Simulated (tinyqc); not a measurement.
From results back to parameters: dielectric confinement in a thin film (image charges). Four cases, with inputs chosen for the exercise.

Problem. The self-energy at the centre was computed from a hidden eh.

A film |z| < t/2 of dielectric constant eps between half-spaces of dielectric constant e2; lam = (eps - e2)/(eps + e2), q = e^2/(4 pi eps0). The self-energy of a band edge is taken with the high-frequency value, e2 = eh, and the field of a fixed ion with the static one, e2 = eo. A charge at z has images lam^|n| at n t + (-1)^n z. Its self-energy is S(z) = (q/2 eps) sum over n >= 1 of lam^n [1/(n t - 2z) + 1/(n t + 2z)] for odd n and 2 lam^n/(n t) for even n; at the centre S(0) = -(q/(eps t)) ln(1 - lam).

Constants: e^2/(4 pi eps0) = 14.39964547 eV angstrom.

Case 1.

Values chosen: t = 88 angstrom (film thickness); eps = 13.1 (dielectric constant of the film).
S(0) = 16.5931 meV

Case 2.

Values chosen: t = 50 angstrom (film thickness); eps = 11.6 (dielectric constant of the film).
S(0) = 17.0491 meV

Case 3.

Values chosen: t = 34 angstrom (film thickness); eps = 11.4 (dielectric constant of the film).
S(0) = 43.3775 meV

Case 4.

Values chosen: t = 56 angstrom (film thickness); eps = 11.8 (dielectric constant of the film).
S(0) = 19.6746 meV

Find: lam; eh.

Solution. lam = 1 - exp(-S(0) eps t/q), and eh = eps (1 - lam)/(1 + lam).

Case 1.

lam = 0.7351
eh = 2.0

Case 2.

lam = 0.4968
eh = 3.9

Case 3.

lam = 0.6889
eh = 2.1

Case 4.

lam = 0.5946
eh = 3.0

Computed by tinyqc, one run a case: `OMP_NUM_THREADS=1 python tinyqc.py N N+1 out.jsonl` with N = 1250310, 1250375, 1250380, 1250557; one thread of a shared Intel(R) Xeon(R) Processor @ 2.30GHz, about 0.06 s a run at most.
